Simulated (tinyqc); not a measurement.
Worked calculation: interband optics of a two-band s-p chain from momentum matrix elements. Values are carried at full precision from step to step, so a last printed digit may differ when a step is redone from the rounded ones.

H(k) = [[Es - 2 ts cos ka, 2i V sin ka], [-2i V sin ka, Ep_ + 2 tp cos ka]] in the basis s, p; the lower band is full, with two electrons a cell. The velocity operator times hbar is W = dH/dk (eV angstrom); intra-atomic dipoles are left out.

Constants: hbar^2/2m0 = 3.80998211 eV angstrom^2; e^2/(4 pi eps0) = 14.39964547 eV angstrom.

Inputs chosen for the exercise:
```
symbol  value  unit        meaning
a       2.51   angstrom    period
Es      3.98   eV          upper orbital (s)
Ep_     -3.26  eV          lower orbital (p)
ts      0.21   eV          s-s hopping
tp      0.38   eV          p-p hopping
V       1.44   eV          s-p hopping
k       0.31   2 pi/a      wave vector
N       12                 k points
Ar      6.3    angstrom^2  cross-section per chain
eta     0.3    eV          Lorentzian half width
E       6.65   eV          photon energy
```

## Hamiltonian and velocity at one k

Form H and W = dH/dk.

H (eV), rows s, p and columns alike:
```
[[4.1346, 2.6778i],
 [-2.6778i, -3.5398]]
```

W (eV angstrom), rows s, p and columns alike:
```
[[0.9802, -2.6611i],
 [2.6611i, -1.7736]]
```

## Matrix element between the bands

Diagonalise H, transform W, and form w = |W_cv|^2, the Kane-type energy w/c and the oscillator strength f = w/(c D), c = hbar^2/2m0, D = Ec - Ev.

Ev, Ec (eV): [-4.3817, 4.9766]

weights, rows s, p; columns v, c:
```
[[0.0900, 0.9100],
 [0.9100, 0.0900]]
```

slopes dEv/dk, dEc/dk (eV angstrom): [-0.003, -0.790]

w = 8.822 eV^2 angstrom^2
w/c = 2.316 eV
f = 0.247

## Transitions on the mesh

At each k_j = (j + 1/2)/N (2 pi/a) up to the zone edge give D = Ec - Ev, w = |<c|W|v>|^2 and f = w/(c D), c = hbar^2/2m0; the other half of the zone repeats the values.

Transitions:
```
k (2 pi/a)  D (eV)  w (eV^2 angstrom^2)      f
0.0417      6.2797               44.781  1.872
0.1250      7.5908               14.074  0.487
0.2083      8.8907                0.318  0.009
0.2917      9.3749                5.545  0.155
0.3750      9.0435               25.355  0.736
0.4583      8.5114               48.187  1.486
```

D runs from 6.280 to 9.375 eV on the mesh; f is largest at k = 0.0417.

## Dielectric function from the table

With w(k) = |<c|W|v>|^2 and D(k) = Ec - Ev, on the mesh k_j = (j + 1/2)/N (2 pi/a): eps(E) = 1 + (8 pi e2/(a Ar)) mean_j (w/D^2) [1/(D - E - i eta) + 1/(D + E + i eta)], e2 = e^2/(4 pi eps0); light polarised along the chains, no local fields.

Take the mean over the rows. Also eps(0) at eta = 0, and the effective electrons per cell n_eff = 2 mean(f).

eps(E) = -2.596+6.280i
eps(0) = 3.538
n_eff = 1.582

On a mesh of 2000 points the values are -0.052+7.347i, 3.542 and 1.582. n_eff need not equal the 2 electrons of the cell: a two-orbital basis with chosen hoppings does not obey the sum rule of free electrons. E lies within, or within 2 eta of, the range of transitions of the band (6.06 to 9.38 eV); their spacing on this mesh (up to 1.31 eV) exceeds eta, so eps(E) depends on where the few mesh points fall.

## Checks

- Curvature of the lower band against <v|d2H/dk2|v> - 2 w/D (eV angstrom^2): both 9.285.
- Zone mean of 2 w/D against the zone mean of <v|d2H/dk2|v>, the f-sum rule of a full band (eV angstrom^2): both 6.0279.

Computed by tinyqc, a small Python program: `OMP_NUM_THREADS=1 python tinyqc.py 1682614 1682615 out.jsonl` (the numbers bound the seed that draws the inputs); one thread of a shared host (Intel(R) Xeon(R) Processor @ 2.30GHz), about 0.01 s for the whole set of steps.
